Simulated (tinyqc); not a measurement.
Worked calculation: one-electron ion in a basis of Gaussians. Computed by tinyqc, a small Python program that keeps every step. Settings: Z = 3, l = 0. Command: `OMP_NUM_THREADS=1 python tinyqc.py 27969 27970 out.jsonl` (the two numbers bound the seeds that draw the settings). One thread of a shared host (Intel(R) Xeon(R) Processor @ 2.60GHz), about 0.01 s of CPU time with the checks.

## Matrices over normalised Gaussians

exponents of r^l exp(-a r^2) (1/bohr^2): 1.232000  3.271000  8.687000  23.070000

Z = 3

l = 0

With p = a_i + a_j and I(k) = Gamma((k+1)/2) / (2 p^((k+1)/2)): S = I(2l+2), T = (2l+3) a_i a_j S / p, V = -Z I(2l+1), each divided by sqrt(S_ii S_jj).

S, lower triangle:
```
          1         2         3         4
1  1.000000
2  0.841900  1.000000
3  0.535739  0.841821  1.000000
4  0.290620  0.535664  0.841829  1.000000
```

T (hartree), lower triangle:
```
          1         2          3          4
1  1.848000
2  2.260326  4.906500
3  1.734153  6.001130  13.030500
4  1.019678  4.603730  15.937605  34.605000
```

V (hartree), lower triangle:
```
           1          2           3           4
1  -5.313696
2  -6.047666  -8.658279
3  -5.711679  -9.854294  -14.109974
4  -4.849791  -9.306474  -16.059052  -22.994031
```

## Generalised eigenproblem

H = T + V (hartree), lower triangle:
```
           1          2          3          4
1  -3.465696
2  -3.787340  -3.751779
3  -3.977526  -3.853165  -1.079474
4  -3.830113  -4.702744  -0.121447  11.610969
```

Solve H C = S C e through S^(-1/2); each column has its largest component positive (the first on a tie).

eigenvalues of S: 0.021843  0.161356  0.845715  2.971085

eigenvalues (hartree): -4.455010  0.861239  13.930514  53.669500

coefficients:
```
          1          2          3          4
1  0.494917  -1.873374  -1.374283   0.748868
2  0.387131   1.895884   3.326739  -2.395399
3  0.133477  -0.265486  -2.533409   3.746577
4  0.103770   0.178762   0.161874  -2.476219
```

For Z = 3 and l = 0 the exact lowest level is -Z^2/(2 n^2) with n = l + 1: -4.500000 hartree.
